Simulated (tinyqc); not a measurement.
Worked calculation: model-solid line-up of a strained alloy layer on a substrate. Values are carried at full precision from step to step, so a last printed digit may differ when a step is redone from the rounded ones.

All values of the alloy are linear in x but the gap, Eg(x) = (1 - x) Eg_A + x Eg_B - C x (1 - x), and the valence edge, Ev(x) = (1 - x) Ev_A + x Ev_B + fv C x (1 - x); Ec = Ev + Eg. Ev is the top of the unstrained valence band on a scale common to all materials. In the layer only the Gamma valley of the conduction band is followed, also where an X or L valley would lie lower.

Parameters, chosen for this exercise (A near GaAs, B near GaSb, substrate near InP; not measured data):

| symbol | value | unit | meaning |
|---|---|---|---|
| a | (5.657, 6.094) | angstrom | lattice constant of A, B |
| Eg | (1.523, 0.813) | eV | gap at Gamma to the s-like level of A, B |
| Dso | (0.336, 0.752) | eV | spin-orbit splitting of A, B |
| Ev | (-0.8, -0.03) | eV | top of the unstrained valence band of A, B |
| ac | (-7.26, -7.53) | eV | conduction deformation potential of A, B |
| av | (1.17, 0.81) | eV | valence hydrostatic potential of A, B |
| b | (-2.01, -1.97) | eV | tetragonal shear potential of A, B |
| d | (-4.78, -4.76) | eV | trigonal shear potential of A, B |
| C11 | (120.3, 87.9) | GPa | of A, B |
| C12 | (56.1, 40.3) | GPa | of A, B |
| C44 | (59.4, 42.7) | GPa | of A, B |
| C | 1.642 | eV | bowing of the gap |
| fv | 0.6 |  | share of the bowing taken by the valence edge |
| x | 0.61 |  | fraction of B |
| a_s | 5.877 | angstrom | substrate |
| face | 110 |  | growth face |
| Eg_s | 1.417 | eV | lowest gap of the substrate |
| Ev_s | -0.93 | eV | substrate valence edge |
| e14 | -0.146 | C/m^2 | piezoelectric constant of the layer |
| eps | 13 |  | dielectric constant |
| Lw | 6 | nm | thickness of the layer |

## Values of the alloy

Interpolate.

Alloy at x (a in angstrom, C11, C12, C44 in GPa, all else in eV):

| symbol | value |
|---|---|
| a | 5.9236 |
| Eg | 0.6993 |
| Dso | 0.5898 |
| Ev | -0.0959 |
| ac | -7.4247 |
| av | 0.9504 |
| b | -1.9856 |
| d | -4.7678 |
| C11 | 100.5360 |
| C12 | 46.4620 |
| C44 | 49.2130 |

## Strain on the (110) substrate

Coherent growth on a (110) face: e_par = (a_s - a)/a, e_perp = -(C11 + 3 C12 - 2 C44)/(C11 + C12 + 2 C44) e_par; exx = eyy = (e_par + e_perp)/2, ezz = e_par, exy = (e_perp - e_par)/2, eyz = ezx = 0.

Use the values of the alloy.

e_par = -0.007862
e_perp = 0.004533

strain tensor in the cubic axes:
```
           x          y          z
x  -0.001665   0.006197   0.000000
y   0.006197  -0.001665   0.000000
z   0.000000   0.000000  -0.007862
```

The layer is under compression in the plane; its volume changes by -1.119 %.

## Strained band edges

Strained edges: Ec + ac tr(e); the valence edges are Ev plus the levels of the 6 x 6 matrix of X, Y, Z times spin with -Dso/3 + l exx + m (eyy + ezz) on the diagonal (cyclic), n exy off it, l = av + 2 b, m = av - b, n = sqrt(3) d. Spin-orbit term (Dso/3) L.sigma on X, Y, Z with (L_k)_ij = -i epsilon_kij: <X+|H|Y+> = -i Dso/3, <X+|H|Z-> = Dso/3, <Y+|H|Z-> = -i Dso/3, <Z+|H|X-> = -Dso/3, <Z+|H|Y-> = i Dso/3, <X-|H|Y-> = i Dso/3, and their conjugates; + and - are the spin along z.

Give the hydrostatic shifts, the strain block and the edges.

ac tr(e), av tr(e) (eV): 0.0831  -0.0106

strain block (eV):
```
         X        Y       Z
X  -0.0229  -0.0512       0
Y  -0.0512  -0.0229       0
Z        0        0  0.0140
```

Ec and the three valence edges from the top (eV): 0.6864  -0.0744  -0.1351  -0.7000

strained gap = 0.7609 eV

Strain moves the gap by +62 meV: +94 meV from the volume and -32 meV from the splitting of the valence edge, which always raises the top.

## Offsets against the substrate material

dEc = Ec(substrate) - Ec(layer), dEv = Ev(layer) - Ev(substrate); positive values confine the carrier in the layer. Type I: both of one sign; type II: opposite signs; type III: the gaps do not overlap.

Give also the smallest gap across the interface, min Ec - max Ev.

dEc = -0.1994 eV
dEv = 0.8556 eV

type: II

smallest gap = 0.5614 eV

Electrons collect in the substrate material and holes in the layer.

## Piezoelectric polarisation

P_x = 2 e14 eyz and cyclic. The field along the normal n of the (110) face is -P.n/(eps eps0) in a layer between thick unstrained barriers, eps0 = 8.8541878e-12 F/m; 1 kV/cm = 1e5 V/m.

P (C/m^2): 0.000000  0.000000  -0.001810

P.n = 0.000000 C/m^2
field along n = 0.0 kV/cm
potential drop across the layer = 0.0 mV

P lies along [001], in the plane of the layer, so a wide layer carries no field along its normal.

tinyqc: `OMP_NUM_THREADS=1 python tinyqc.py 1080702 1080703 out.jsonl`; about 0.02 s, one thread, shared Intel(R) Xeon(R) Processor @ 2.30GHz.
